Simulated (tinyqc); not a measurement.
Worked calculation: Luttinger-Kohn k.p, four valence bands. Computed by tinyqc, a small Python program that keeps every step. Settings: g1 = 15.45, g2 = 5.27, g3 = 7.26. Command: `OMP_NUM_THREADS=1 python tinyqc.py 28931 28932 out.jsonl` (the two numbers bound the seeds that draw the settings). One thread of a shared host (Intel(R) Xeon(R) Processor @ 2.60GHz), about 0.01 s of CPU time with the checks.

## Bloch Hamiltonian at k

Luttinger parameters chosen for this model; energies are counted downward from the top of the valence band:
```
parameter,value,unit
g1,15.450000,
g2,5.270000,
g3,7.260000,
```

k point k (1/angstrom): 0.03000  -0.00700  -0.03100

P = c g1 k^2, Q = c g2 (kx^2 + ky^2 - 2 kz^2), R = c sqrt3 [-g2 (kx^2 - ky^2) + 2i g3 kx ky], S = 2 c sqrt3 g3 (kx - i ky) kz, c = hbar^2/2m = 3.809982 eV angstrom^2; rows [P+Q, -S, R, 0], [-S*, P-Q, 0, R], [R*, 0, P-Q, S], [0, R*, S*, P+Q]. The path ends lie at |k| = 0.05 1/angstrom.

H(k) at k (eV):
```
,3/2,1/2,-1/2,-3/2
3/2,0.09289,0.08911+0.02079i,-0.02960-0.02012i,0.00000
1/2,0.08911-0.02079i,0.13197,0.00000,-0.02960-0.02012i
-1/2,-0.02960+0.02012i,0.00000,0.13197,-0.08911-0.02079i
-3/2,0.00000,-0.02960+0.02012i,-0.08911+0.02079i,0.09289
```

## Levels at k

Diagonalise the Hermitian matrix.

eigenvalues (eV): 0.01225  0.01225  0.21261  0.21261

## Bands along a path

The same steps at evenly spaced points between the labelled ones.

Bands along the path (eV):
```
k,band 1,band 2,band 3,band 4
[111],0.00886,0.00886,0.28546,0.28546
[111]-G 0.20,0.00567,0.00567,0.18270,0.18270
[111]-G 0.40,0.00319,0.00319,0.10277,0.10277
[111]-G 0.60,0.00142,0.00142,0.04567,0.04567
[111]-G 0.80,0.00035,0.00035,0.01142,0.01142
G,0.00000,0.00000,0.00000,0.00000
G-[100] 0.20,0.00187,0.00187,0.00990,0.00990
G-[100] 0.40,0.00748,0.00748,0.03961,0.03961
G-[100] 0.60,0.01684,0.01684,0.08912,0.08912
G-[100] 0.80,0.02993,0.02993,0.15843,0.15843
[100],0.04677,0.04677,0.24755,0.24755
```

## Hole masses

E = c [g1 k^2 -/+ 2 sqrt(g2^2 k^4 + 3 (g3^2 - g2^2)(kx^2 ky^2 + ky^2 kz^2 + kz^2 kx^2))] with c = hbar^2/2m, and m* = hbar^2 k^2 / (2 E).

Masses (electron masses):
```
direction,heavy,light
[100],0.20367,0.03848
[110],0.55077,0.03438
[111],1.07527,0.03337
```
